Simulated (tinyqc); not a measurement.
Chip with leakage that grows with temperature, electro-thermal loop and runaway: two steps of the calculation.

One temperature T for the device, T = T0 + Rth P(T), with P(T) = Pd + Pl (T/300 K)^2 exp[(q Ea/kB)(1/(300 K) - 1/T)]. The loop gain is Rth dP/dT; a solution is thermally stable when it is below one.

Parameters, values chosen for the exercise: ambient temperature T0 = 340 K; temperature-independent switching power Pd = 33 W; leakage power at 300 K Pl = 0.333 W; activation energy of the leakage Ea = 0.5 eV; thermal resistance Rth = 0.56 K/W.

Constants: q = 1.602176634e-19 C, kB = 1.380649e-23 J/K. Results are converted to the units shown.

Problem 1. Temperature by substitution. P(T) = Pd + Pl (T/300 K)^2 exp[(q Ea/kB)(1/(300 K) - 1/T)]; T(new) = T0 + Rth P(T).

T at the start = 340 K

Wanted: P; T after iteration 1.

Solution 1.

P = 37.16 W
T after iteration 1 = 360.8 K

Problem 2. Loop gain and effective thermal resistance. P(T) = Pd + Pl (T/300 K)^2 exp[(q Ea/kB)(1/(300 K) - 1/T)]; P'(T) = (P - Pd)(2/T + q Ea/(kB T^2)); G = Rth P'. A small change of T0 changes T by 1/(1 - G) times as much.

converged T = 368.95559 K

Wanted: P; G; dT/dT0.

Solution 2.

P = 51.706 W
G = 0.50329
dT/dT0 = 2.0133

The feedback is positive: heating raises the power. A second, unstable solution lies at 399.7 K; above it the temperature runs away.

Program tinyqc, `OMP_NUM_THREADS=1 python tinyqc.py 2520018 2520019 out.jsonl`; Intel Xeon 2.30GHz, shared host, one thread, about 0.01 s.
